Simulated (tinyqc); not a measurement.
## Scale length and barrier from the threshold roll-off

Problem. For L well above Lambda the threshold falls by 2 m sqrt(A (A + Vds)) exp(-pi L/(2 Lambda)), A being the height of the source potential over the barrier top; the two values follow this form. Find Lambda and A.

Values chosen for this exercise: long-channel body factor m = 1; drain voltage Vds = 0.8 V.

threshold lowering at L = 27 and 43 nm (mV): [70.419325, 10.836174]

Answer. The ratio of the two values gives Lambda; the prefactor gives A (A + Vds), a quadratic with one positive root.

Lambda = 13.43 nm
A = 0.5200 V

Program tinyqc, `OMP_NUM_THREADS=1 python tinyqc.py 2420064 2420065 out.jsonl`; Intel Xeon 2.30GHz, shared host, one thread, about 0.01 s.
